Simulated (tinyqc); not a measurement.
# Ground and coupling capacitance from two measurements

Problem. A line has Cg to the planes and Cc to each of two neighbours. Find Cg, Cc, the load when both neighbours switch in antiphase, and the pulse on the line when it floats and both neighbours swing by Vx.

Inputs (values chosen for the exercise):

| symbol | value | unit | meaning |
|---|---|---|---|
| Vx | 1 | V | swing |

capacitance with neighbours driven alike and with neighbours grounded (aF/um): 72  226

Answer. Driven alike, Cc carries no charge, which leaves Cg; grounded neighbours give Cg + 2 Cc, antiphase Cg + 4 Cc; a floating line divides the swing as 2 Cc/(Cg + 2 Cc).

Cg = 72.0 aF/um
Cc = 77.0 aF/um
load in antiphase = 380 aF/um
pulse = 0.681 V

Program tinyqc, `OMP_NUM_THREADS=1 python tinyqc.py 2790231 2790232 out.jsonl`; Intel Xeon 2.30GHz, shared host, one thread, about 0.5 s.
